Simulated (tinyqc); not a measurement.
Classical Heisenberg spin chain: exact results, Metropolis, heat-bath and over-relaxation steps, and a Monte Carlo run: one step, computed by the program tinyqc.

E = -J sum_i s_i . s_(i+1) for unit vectors s_i on an open chain; K = J/(k_B T).

Task: Exact results. Each bond angle is independent, so u = <s_i . s_(i+1)> = coth K - 1/K, <s_i . s_(i+n)> = u^n, correlation length xi = -1/ln|u|, energy per bond -J u, heat capacity per bond c/k_B = 1 - K^2/sinh^2 K, and for the long chain chi = mu^2 (1 + u)/(3 k_B T (1 - u)) per spin.

Inputs (values chosen for the exercise, for a model chain of large moments): coupling J = 20 meV; temperature T = 69.1 K; moment mu = 3.4 mu_B.

Constants: k_B = 8.617333262e-05 eV/K; mu_B = 5.7883818060e-05 eV/T.

Give: K; u; xi; energy per bond; heat capacity; chi over the Curie value; chi.

Result:

K = 3.359

u = 0.7047

xi = 2.857 sites

energy per bond = -14.09 meV

heat capacity = 0.9453 k_B/bond

chi over the Curie value = 5.773

chi = 0.2162 mu_B/T per spin

For |K| >> 1, |u| = 1 - 1/|K| and xi = |K| - 1/2 = 2.86: the chain orders only at T = 0, and c tends to k_B, not to zero, a failure of classical spins.
